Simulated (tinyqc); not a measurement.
From one set of inputs to another, one input at a time: Holstein polaron on two sites. Computed by tinyqc, a small Python program. Command: `OMP_NUM_THREADS=1 python tinyqc.py 3031159 3031160 out.jsonl holstein ladder`. One thread of a shared host (Intel(R) Xeon(R) Processor @ 2.30GHz), about 0.02 s of CPU time with the checks.

One electron on sites 1 and 2: H = -t (c1+ c2 + c2+ c1) + hbar omega sum_i b_i+ b_i - g hbar omega sum_i n_i (b_i + b_i+). The symmetric phonon shifts the energy by -g^2 hbar omega/2 and drops out; with b = (b_1 - b_2)/sqrt(2) there remains H = -t sigma_x + hbar omega b+ b - (g hbar omega/sqrt(2)) sigma_z (b + b+). Parity splits it into blocks p = +1 and -1 over phonon numbers n. Zero-point energies are left out. Weights Z refer to mode b alone; the displaced symmetric mode multiplies the full zero-phonon weight by exp(-g^2/2).

The inputs printed are set A. Inputs not listed in the table keep their values of set A, so the rows need not describe a real material.

Inputs (values chosen for the exercise, for a model dimer): hopping t = 8.5 meV; phonon energy hbar omega = 81.3 meV; coupling g = 0.362.

Method. Block p: H_nn = n hbar omega - p t (-1)^n - g^2 hbar omega/2, H_(n,n+1) = -(g hbar omega/sqrt(2)) sqrt(n + 1). Use 60 levels in both blocks; Z = c_0^2 is the weight of n = 0 in the ground state c; the splitting is the lowest odd level less the lowest even one, which without coupling is the smaller of 2t and hbar omega; <sigma_x> = sum (-1)^n c_n^2 measures the kinetic energy.

Each row keeps all changes above it:
```
input moved                      from    to  ground-state energy (meV)  splitting (meV)  <sigma_x>
set A                               -     -                      -18.3            14.84     0.9128
coupling g                      0.362  1.76                     -252.4             0.77     0.0873
phonon energy hbar omega (meV)   81.3  96.3                     -298.8             0.77     0.0807
hopping t (meV)                   8.5    33                     -302.1             3.07     0.1858
```

Which inputs carry the difference?

Ground-state energy goes from -18.3 to -302, -284 in all. The largest single move comes from coupling g (-234). Splitting goes from 14.8 to 3.07, a factor 0.207 in all. The largest single move comes from coupling g (a factor 0.0519), and hopping t works against it (a factor 3.99). <sigma_x> goes from 0.913 to 0.186, a factor 0.204 in all. The largest single move comes from coupling g (a factor 0.0956), and hopping t works against it (a factor 2.30). The single moves hold for this order of the switches; the total does not depend on the order.

Extremes, crossings and ranges named in words are read from the listed rows.
